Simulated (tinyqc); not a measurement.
Velocity overshoot from momentum and energy balance equations after a field step. From steady velocity back to saturation velocity v_s. Computed by tinyqc, a small Python program. Command: `OMP_NUM_THREADS=1 python tinyqc.py 3024043 3024044 out.jsonl overshoot inv`. One thread of a shared host (Intel(R) Xeon(R) Processor @ 2.30GHz), about 0.05 s of CPU time with the checks.

At t = 0 the field jumps from 0 to F in a uniform sample. v is the drift velocity and u = w - (3/2) k_B T the excess energy per carrier.

Inputs (values chosen for the exercise, modelled on electrons in silicon except for tau_E): effective mass m = 0.26 m_0; low-field mobility mu_0 = 1500 cm^2/(V s); energy relaxation time tau_E = 0.4 ps; field after the step F = 32 kV/cm; lattice temperature T = 300 K.

Scheme: explicit Euler.

Constants: m_0 = 9.1093837015e-31 kg; e = 1.602176634e-19 C; k_B = 8.617333262e-05 eV/K.

Method. dv/dt = e F/m - v/tau_m(u), du/dt = e F v - u/tau_E, tau_m(u) = tau_0/(1 + c u), tau_0 = m mu_0/e, c = mu_0/(e tau_E v_s^2); this choice gives the steady state v (1 + mu_0 F v/v_s^2) = mu_0 F, which saturates at v_s. Steady velocity v = 2 mu_0 F/(1 + sqrt(1 + 4 (mu_0 F/v_s)^2)); u = e F v tau_E; carrier temperature T + 2u/(3 k_B), neglecting the drift energy m v^2/2.

Problem. A run gave the result below. Find the saturation velocity v_s, known to lie between 0.72 and 1.3 1e7 cm/s.

steady velocity = 0.948603 1e7 cm/s

Solution.

Each step takes the trial c = (a f_b - b f_a)/(f_b - f_a), f being the result less the target and a, b, c the logarithms of the listed values; c replaces end b, the old b replaces a if the sign of f changed, and otherwise f_a is halved.

Scan of the range:
```
saturation velocity v_s (1e7 cm/s)  steady velocity (1e7 cm/s)
0.720                                                  0.66802
0.795                                                  0.73189
0.877                                                  0.80053
0.967                                                  0.87449
1.070                                                  0.95737
1.180                                                  1.04384
1.300                                                  1.13582
```

False position (Illinois rule, in the logarithm of the input) inside the bracket:
```
step    end a    end b    trial  steady velocity (1e7 cm/s)
1     0.96700  1.07000  1.05861                    0.948293
2     1.07000  1.05861  1.05900                    0.948602
3     1.07000  1.05900  1.05900                    0.948604
4     1.05900  1.05900  1.05900                    0.948603
```

Steady velocity rises at every point of a 13-point scan of the range (every second point is shown), so one value fits; it is bracketed by 0.967 and 1.07. Answer: saturation velocity v_s = 1.059 1e7 cm/s.
